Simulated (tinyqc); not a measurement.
Free and nearly free electrons in a metal, step by step. Values are carried at full precision from step to step, so a last printed digit may differ when a step is redone from the rounded ones.

The cubic cell holds 2 atoms: n = 2 z/a^3, kF = (3 pi^2 n)^(1/3), EF = c kF^2/m, vF = 2 c kF/(m hbar), c = hbar^2/2m0; rs = (3/(4 pi n))^(1/3)/a0; D(EF) = 3 n/(2 EF).

Constants: hbar^2/2m0 = 3.80998211 eV angstrom^2; hbar = 6.58211957e-16 eV s; a0 (Bohr radius) = 0.5291772105 angstrom; kB = 8.617333262e-05 eV/K.

Inputs chosen for the exercise (near those of Na; not measured data):
```
symbol  value  unit          meaning
a       4.195  angstrom      bcc lattice constant
z       1                    free electrons an atom
m       1.32   m0            mass
rho     4.89   micro-ohm cm  bulk resistivity
T       300    K
V       1.18   eV            |V_G| for G = (110)
x       0.64                 k along G as a share of |G|/2
```

## The Fermi sphere

Evaluate the free-electron quantities.

n = 0.02709 1/angstrom^3
kF = 0.9291 1/angstrom
EF = 2.492 eV
vF = 8.149e+05 m/s
rs = 3.903
D(EF) per atom = 0.6020 1/eV

A mass this far above 1 is of the kind met in the specific heat (electron-phonon coupling); it understates EF and vF of the real bands.

## Relaxation time and mean free path

Drude: 1/rho = n e^2 tau/(m m0) with e = 1.602176634e-19 C and m0 = 9.1093837e-31 kg; mean free path l = vF tau; rho l = hbar kF/(n e^2) = 12 pi^3 hbar/(e^2 S) with S = 4 pi kF^2 does not depend on tau or m.

Use SI units: n in 1/m^3 (1e30 per 1/angstrom^3), rho in ohm m (1e-8 per micro-ohm cm).

tau = 35.36 fs
l = 28.81 nm
rho l = 14.090 1e-16 ohm m^2

Wires lose conductivity to surfaces and grain boundaries, with an excess that scales as rho l over the width and is of the order of rho itself at a width of l = 29 nm.

## Thermal quantities

gamma = (pi^2/3) kB^2 D(EF) per atom, times 96485.33 x 1e3 for mJ/(mol K^2); mu(T) = EF (1 - (pi kB T/EF)^2/12); Wiedemann-Franz kappa = L0 T/rho with L0 = (pi^2/3) (kB/e)^2, kB/e in V/K.

gamma = 1.419 mJ/(mol K^2)
mu - EF = -0.2206 meV
kappa = 150 W/(m K)

## The sphere against the zone faces

Take G = (hkl) 2 pi/a for (110), (200) and (211), with the number of equivalent faces. The Bragg plane of G lies at |G|/2 with |G| = (2 pi/a) sqrt(h^2 + k^2 + l^2). Where kF exceeds it, the sphere cuts the plane in a circle of radius sqrt(kF^2 - G^2/4).

Distance and circle for each G:
```
G      faces  |G|/2 (1/angstrom)  kF/(|G|/2)  circle radius
(110)     12              1.0591      0.8773              -
(200)      6              1.4978      0.6204              -
(211)     24              1.8344      0.5065              -
```

The sphere stays inside the first zone; it reaches 0.877 of the way to the nearest faces.

## Two plane waves near the face

Two plane waves k and k - G, G = (110) (2 pi/a): H = [[c k^2/m, V], [V, c (k - G)^2/m]] with c = hbar^2/2m0.

Build H for k along G, diagonalise, and give the weight of the first wave in the lower state and its velocity along G relative to a free electron, (w k + (1 - w)(k - G))/k.

H (eV):
```
        1       2
1  1.3261  1.1800
2  1.1800  5.9881
```

levels (eV): 1.0444  6.2698

w = 0.9461
v/v_free = 0.8316

The splitting is 5.225 eV here and 2V = 2.36 eV on the face, where the normal velocity vanishes. There the lower band lies at 2.058 eV, below the free EF of 2.492 eV, so by this test the Fermi surface touches the face (V is large against EF, which it lowers, so the test is rough). Real Na and K have far smaller V and nearly spherical surfaces.

## Checks

- Lower level against the closed form of the 2 x 2 problem (eV): both 1.0444.
- The product rho l against hbar kF/(n e^2) (1e-16 ohm m^2): both 14.09.

Computed by tinyqc, a small Python program: `OMP_NUM_THREADS=1 python tinyqc.py 1651258 1651259 out.jsonl` (the numbers bound the seed that draws the inputs); one thread of a shared host (Intel(R) Xeon(R) Processor @ 2.30GHz), about 0.01 s for the whole set of steps.
